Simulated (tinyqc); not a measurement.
Worked calculation: FCI on RHF in the 6-31g basis, for H2, spin multiplicity 1. One step of it, computed by the program tinyqc.

Problem. FCI: determinants and Hamiltonian. Slater-Condon rules over spin orbitals, with the nuclear repulsion added and E(HF) subtracted on the diagonal. Only determinants linked to the reference directly or through others are kept (one block of an abelian symmetry group), so some states are absent.

one-electron integrals over orbitals h = C^T H C (hartree), lower triangle:
```
,1,2,3,4
1,-1.023646
2,0.000000,-0.633978
3,-0.117453,0.000000,0.084308
4,0.000000,0.181300,0.000000,0.125252
```

Two-electron integrals over orbitals (pq|rs), unique and non-zero (hartree):
```
p,q,r,s,(pq|rs)
1,1,1,1,0.530887
2,1,2,1,0.120485
2,2,1,1,0.439725
2,2,2,2,0.408288
3,1,1,1,0.117454
3,1,2,2,0.075407
3,1,3,1,0.086035
3,2,2,1,0.028715
3,2,3,2,0.044898
3,3,1,1,0.489470
3,3,2,2,0.413944
3,3,3,1,0.117579
3,3,3,3,0.480338
4,1,2,1,-0.078130
4,1,3,2,-0.059387
4,1,4,1,0.097172
4,2,1,1,-0.129715
4,2,2,2,-0.080011
4,2,3,1,-0.080694
4,2,3,3,-0.126244
4,2,4,2,0.085918
4,3,2,1,-0.135768
4,3,3,2,-0.059593
4,3,4,1,0.121215
4,3,4,3,0.192121
4,4,1,1,0.526733
4,4,2,2,0.446265
4,4,3,1,0.153069
4,4,3,3,0.519184
4,4,4,2,-0.154337
4,4,4,4,0.579546
```

nuclear repulsion = 0.45383980 hartree

Hartree-Fock energy = -1.06256549 hartree

Give: determinants; H - E(HF) between determinants.

Solution.

Occupation strings over the orbitals (2 doubly, a alpha, b beta, 0 empty; spin orbitals ordered 1a 1b 2a 2b ...): 2000 a0b0 b0a0 0200 0a0b 0020 0b0a 0002

H - E(HF) between determinants (hartree), lower triangle:
```
,2000,a0b0,b0a0,0200,0a0b,0020,0b0a,0002
2000,0.000
a0b0,0.000,1.067
b0a0,0.000,-0.086,1.067
0200,0.120,0.029,-0.029,0.657
0a0b,-0.078,-0.136,0.059,0.101,1.454
0020,0.086,0.000,0.000,0.045,-0.060,2.165
0b0a,0.078,0.059,-0.136,-0.101,-0.086,0.060,1.454
0002,0.097,0.121,-0.121,0.086,0.027,0.192,-0.027,2.346
```
